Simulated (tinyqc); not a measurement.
# Changing the field B

Model: Heisenberg spin cluster by exact diagonalisation: multiplets, susceptibility, level crossings. Computed by tinyqc, a small Python program. Command: `OMP_NUM_THREADS=1 python tinyqc.py 3029135 3029136 out.jsonl spincl sweep`. One thread of a shared host (Intel(R) Xeon(R) Processor @ 2.30GHz), about 0.01 s of CPU time with the checks.

H = J1 sum S_i.S_j over the bonds 1-2, 2-3, 3-4, 4-5, 5-6, 6-1 + J2 sum over 1-3, 2-4, 3-5, 4-6, 5-1, 6-2 - g mu_B B S_z; J > 0 is antiferromagnetic.

Inputs (values chosen for the exercise, for a model cluster):

| quantity | value | unit |
|---|---|---|
| exchange J1 | 1.13 | meV |
| exchange J2 | -0.49 | meV |
| g factor | 2.17 | - |
| temperature T | 25 | K |

Cluster: ring of six with second neighbours J2. Spin s of each site: 0.5.

Constants: k_B = 8.617333262e-05 eV/K; mu_B = 5.7883818060e-05 eV/T.

Method. Every multiplet has one member in the block S_z = 0; diagonalise it and read the total spin from <S^2> = S (S + 1). Each multiplet splits as E - g mu_B B m; <S_z> is the Boltzmann mean. The first level crossing is at the smallest (E_S - E_0)/(g mu_B (S - S_0)) over higher spins (0 if the ground state has the highest spin).

One run for each value:

| field B (T) | <S_z> | first crossing field (T) |
|---|---|---|
| 0.56 | 0.039 | 6.397 |
| 0.96 | 0.067 | 6.397 |
| 1.60 | 0.111 | 6.397 |
| 2.80 | 0.195 | 6.397 |
| 4.70 | 0.327 | 6.397 |
| 8.10 | 0.561 | 6.397 |
| 14.00 | 0.955 | 6.397 |
| 23.00 | 1.508 | 6.397 |
| 40.00 | 2.289 | 6.397 |
| 68.00 | 2.839 | 6.397 |

Describe and explain the trends.

Over the rows, <S_z> rises from 0.0390 to 2.84 (exponent d ln y / d ln x 1.00 between the first rows and 0.41 between the last). At small field <S_z> is linear in B; any level crossing is rounded over k_B T/(g mu_B) = 17 T.

Extremes, crossings and ranges named in words are read from the listed rows.
